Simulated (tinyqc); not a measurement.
What moves the optical constants: free-carrier optics of a doped semiconductor (Drude model with one polar phonon).

eps(E) = ei [1 - Ep^2/(E^2 + i E Gam)] + (es - ei) wT^2/(wT^2 - E^2 - i E gT), with Ep^2 = 8 pi c (e^2/(4 pi eps0)) N/(m ei), c = hbar^2/2m0, N in 1/angstrom^3 (1e-24 per 1/cm^3); Gam = hbar/tau, tau = mu m m0/e with m0/e = 5.685630e-12 kg/C and mu in m^2/(V s). Energies in meV.

n + i k = sqrt(eps1 + i eps2) with k >= 0; R = ((n - 1)^2 + k^2)/((n + 1)^2 + k^2) at normal incidence from vacuum; alpha = 2 E k/(hbar c), times 1e8 for 1/cm; loss function Im(-1/eps) = eps2/(eps1^2 + eps2^2).

Constants: hbar^2/2m0 = 3.80998211 eV angstrom^2; e^2/(4 pi eps0) = 14.39964547 eV angstrom; hbar = 6.58211957e-16 eV s; hbar c = 1973.269805 eV angstrom.

Inputs chosen for the exercise (mass and dielectric values near those of SiC; N and mu are free inputs; interband absorption and the rise of the mass with filling are left out; shifted at random, so the results belong to these values and not to a real crystal):
```
symbol  value    unit        meaning
N       6.9e+17  1/cm^3      carrier density
m       0.419    m0          conductivity mass
mu      59       cm^2/(V s)  mobility
ei      6.47                 high-frequency dielectric constant
wT      99.8     meV         TO phonon
es      9.62                 static dielectric constant
gT      0.7      meV         phonon damping
E       20.6     meV         photon energy
```

At the energy E. Each row changes one parameter from the base and keeps the others.

Results:
```
case                  Ep (meV)  Gam (meV)       R  alpha (1/cm)
base                     18.73      46.83  0.2551           688
N = 1.04e+18 1/cm^3      23.00      46.83  0.2559      1.05e+03
m = 0.5028 m0            17.10      39.02  0.2521           646
mu = 35.4 cm^2/(V s)     18.73      78.05  0.2614           450
ei = 6.79                18.29      46.83  0.2548           688
E = 24.7 meV             18.73      46.83  0.2547           641
```

The largest shifts from the base row, up to three for each result and ties (the steps differ in size, so this ranks the rows, not the parameters). Ep (meV): N +4.27, m -1.63, ei -0.45; unchanged at the printed digits by mu and E. Gam (meV): mu +31.22, m -7.80; unchanged at the printed digits by N, ei and E. R: mu +0.0063, m -0.0030, N +0.0009. alpha (1/cm): N +365, mu -238, E -47.4; unchanged at the printed digits by ei.

Program tinyqc; command `OMP_NUM_THREADS=1 python tinyqc.py 1651526 1651527 out.jsonl`; about 0.01 s on one thread of a shared Intel(R) Xeon(R) Processor @ 2.30GHz.
